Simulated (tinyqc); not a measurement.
Lorentz oscillators and the Kramers-Kronig relations: one step. eps1 at one grid point. Two cases, with inputs chosen for the exercise.

Task: List the terms E_j eps2_j/(E_j^2 - E_i^2) for j - i odd, add them and form eps1.

Kramers-Kronig: eps1(E) = 1 + (2/pi) P integral_0^infinity E1 eps2(E1)/(E1^2 - E^2) dE1. Maclaurin rule on the grid E_j = j h, j = 1 .. M: eps1(E_i) = 1 + (4 h/pi) sum over j with j - i odd of E_j eps2(E_j)/(E_j^2 - E_i^2); nothing is added above E_M.

Give: terms in order of j; sum; eps1(E_i).

Case 1.

Values chosen (out of a larger set: line positions loosely like those of SiC; Lorentz tails absorb below the gap, where the real solid is clear; not measured data): h = 0.4 eV (grid step); M = 30 (grid points E_j = j h); i = 9 (grid index at which eps1 is wanted).

eps2(E_j), j = 1 .. M: 0.047733  0.097378  0.151066  0.211423  0.281967  0.367776  0.476692  0.621698  0.826048  1.135561  1.652238  2.641399  4.916760  10.454323  12.622847  8.893342  11.444267  23.805350  20.528147  9.519556  6.349397  5.892234  6.179672  5.952858  4.860045  3.576067  2.569275  1.875939  1.408530  1.088015

Result:

terms in order of j (1/eV): -0.0063  -0.0325  -0.1226  -0.7314  1.4942  1.2578  3.1818  2.0328  4.4084  1.4921  0.8042  0.7216  0.3907  0.1868  0.0996

sum = 15.177 1/eV
eps1(E_i) = 8.730

The oscillator formula gives 8.759 at E_i = 3.6 eV. The rule samples every 2h = 0.8 eV against a narrowest width of 0.81 eV and stops at 12 eV; coarse sampling and the missing tail make the difference.

Case 2.

Values chosen: h = 0.8 eV (grid step); M = 40 (grid points E_j = j h); i = 8 (grid index at which eps1 is wanted).

eps2(E_j), j = 1 .. M: 0.025567  0.054590  0.091829  0.145749  0.234930  0.411450  0.895128  3.912875  4.268669  6.178522  4.436385  1.506887  0.679825  0.377378  0.237423  0.161985  0.116914  0.087934  0.068252  0.054307  0.044088  0.036392  0.030462  0.025805  0.022086  0.019074  0.016605  0.014557  0.012844  0.011397  0.010165  0.009109  0.008198  0.007408  0.006718  0.006113  0.005581  0.005109  0.004690  0.004317

Result:

terms in order of j (1/eV): -0.0005  -0.0063  -0.0376  -0.5222  2.8249  1.0702  0.1052  0.0277  0.0110  0.0055  0.0031  0.0019  0.0012  0.0008  0.0006  0.0004  0.0003  0.0003  0.0002  0.0002

sum = 3.487 1/eV
eps1(E_i) = 4.552

The oscillator formula gives 7.053 at E_i = 6.4 eV. The rule samples every 2h = 1.6 eV against a narrowest width of 0.65 eV and stops at 32 eV; coarse sampling and the missing tail make the difference.

Computed by tinyqc, one run a case: `OMP_NUM_THREADS=1 python tinyqc.py N N+1 out.jsonl` with N = 1652158, 1652257; one thread of a shared Intel(R) Xeon(R) Processor @ 2.30GHz, about 0.2 s a run at most.
